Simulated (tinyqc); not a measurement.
Matthiessen's rule against the full average: mobility of a non-polar semiconductor in the relaxation-time approximation. Computed by tinyqc, a small Python program. Command: `OMP_NUM_THREADS=1 python tinyqc.py 3025356 3025357 out.jsonl rta walk`. One thread of a shared host (Intel(R) Xeon(R) Processor @ 2.30GHz), about 0.01 s of CPU time with the checks.

Each valley is treated as a sphere of mass m_d for states and rates, with one isotropic relaxation time; the conductivity mass m_c sets the current.

Inputs (values chosen for the exercise, modelled on electrons in silicon):

| quantity | value | unit |
|---|---|---|
| longitudinal mass m_l | 0.915 | m_0 |
| transverse mass m_t | 0.186 | m_0 |
| equivalent valleys Z | 6 | - |
| non-parabolicity alpha | 0.5 | 1/eV |
| static permittivity eps_s | 11.7 | - |
| density rho | 2329 | kg/m^3 |
| sound velocity v_l | 8900 | m/s |
| acoustic deformation potential D_A | 9.8 | eV |
| phonon energy hbar w | 62 | meV |
| optical or intervalley deformation potential D_o | 5.5 | 1e8 eV/cm |
| final valleys Z_f | 5 | - |
| carrier density n | 4.9e+15 | 1/cm^3 |
| compensation ratio C | 0.6 | - |
| temperature T | 77 | K |

Band: Kane. Impurity formula: Brooks-Herring. Further scattering: none.

Constants: k_B = 8.617333262e-05 eV/K; m_0 = 9.1093837015e-31 kg; e = 1.602176634e-19 C; hbar = 1.054571817e-34 J s; eps_0 = 8.8541878128e-12 F/m; k_B = 1.380649e-23 J/K; hbar = 6.582119569e-16 eV s.

Method:
- m_d = (m_l m_t^2)^(1/3); 1/m_c = (1/m_l + 2/m_t)/3; Hall mass factor A = 3 K_m (K_m + 2)/(2 K_m + 1)^2, K_m = m_l/m_t; N_I = n (1 + C)/(1 - C).
- Kane band: hbar^2 k^2/(2 m) = E (1 + alpha E), speed v = hbar k/(m (1 + 2 alpha E)), states per spin, volume and energy g(E) = m k (1 + 2 alpha E)/(2 pi^2 hbar^2); overlap factors are set to 1. Here m = m_d. Masses are multiplied by m_0 and all formulas are in SI units.
- The reduced Fermi level eta = E_F/(k_B T) solves n = 2 Z int g f dE with f = 1/(1 + exp(x - eta)) (Z = 1 unless valleys are given); screening length L_s = sqrt(eps_s eps_0 k_B T/(e^2 dn/deta)), dn/deta = 2 Z int g f (1 - f) dE.
- Integrals over x = E/(k_B T) use 160 Gauss-Legendre points in u = sqrt(x) from 0 to sqrt(max(eta, 0) + 32).
- Phonon occupation N_q = 1/(exp(hbar w/(k_B T)) - 1).
- Acoustic deformation potential (elastic, equipartition, absorption and emission together): 1/tau = 2 pi k_B T D_A^2 g(E)/(hbar rho v_l^2).
- Optical or intervalley deformation potential: 1/tau = (pi Z_f D_o^2/(rho w)) [N_q g(E + hbar w) + (N_q + 1) g(E - hbar w)], with g = 0 below the band edge.
- Each optical term is multiplied by (1 - f(E'))/(1 - f(E)), E' the final energy, for Pauli blocking.
- Singly charged impurities, momentum relaxation: 1/tau = N_I e^4 m (1 + 2 alpha E) Phi/(8 pi (eps_s eps_0)^2 hbar^3 k^3), with alpha = 0 for a parabolic band.
- Brooks-Herring: Phi = ln(1 + b) - b/(1 + b), b = 4 k^2 L_s^2.
- mu = (m_d/m_c) (2 Z e/(3 n k_B T)) int g v^2 tau f (1 - f) dE.
- Averages over x are split at the emission threshold x_0 = hbar w/(k_B T): 64 Gauss-Legendre points in sqrt(x) below it and 128 in sqrt(x - x_0) above it, up to x = max(eta, 0) + 32.
- Rates are added at each energy before the average. With <y> = int g v^2 y f (1 - f) dE: Hall factor r_H = A (3 n k_B T/(2 Z m_d)) <tau^2/(1 + 2 alpha E)>/<tau>^2 (alpha = 0 for a parabolic band); Hall mobility r_H mu; |S| = (k_B/e) (<x tau>/<tau> - eta); resistivity 1/(n e mu).
- Matthiessen's rule adds 1/mu of the separate processes.

acoustic mobility = 19397.0 cm^2/(V s)

optical mobility = 1.21066e+07 cm^2/(V s)

ionised impurity mobility = 6136.74 cm^2/(V s)

drift mobility mu = 3689.66 cm^2/(V s)

Separate mobilities:

| process | mu (cm^2/(V s)) | share of the sum of 1/mu (%) |
|---|---|---|
| acoustic | 1.9397e+04 | 2.4025e+01 |
| optical | 1.2107e+07 | 3.8492e-02 |
| ionised impurity | 6.1367e+03 | 7.5937e+01 |

mobility by Matthiessen's rule = 4660.1 cm^2/(V s)

excess of Matthiessen's rule over the full mu = 26.300 %

The rule gives 4660 against the full 3690, 26.3 % too high; it can only overestimate, since each separate average is carried by the energies where that process is weak. The largest shares are ionised impurity (76 %) and acoustic (24 %). Caution: n is taken as given; at low temperature (in diamond even at 300 K) real dopants can freeze out, which changes n and N_I.

Extremes, crossings and ranges named in words are read from the listed rows.
